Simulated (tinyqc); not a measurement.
## Gain factor and gap resistance from two string resistances

Question. At small bit-line voltage each of the 96 cells has the resistance 1/(K x) at overdrive x (no mobility reduction) in series with a gap resistance Rg. Find K, Rg and the share of the gaps at the higher overdrive.

resistance of a string of 96 equal cells at overdrives of 3.2 and 9 V (kohm): 8792.2286  3268.4190

Solution. The resistance per cell is a straight line in 1/x with slope 1/K and intercept Rg.

K = 3.500 uA/V^2
Rg = 2.300 kohm
share of the gaps = 6.756 %

tinyqc, about 0.9 s, one thread, Intel Xeon 2.30GHz (shared host): `OMP_NUM_THREADS=1 python tinyqc.py 2142183 2142184 out.jsonl`
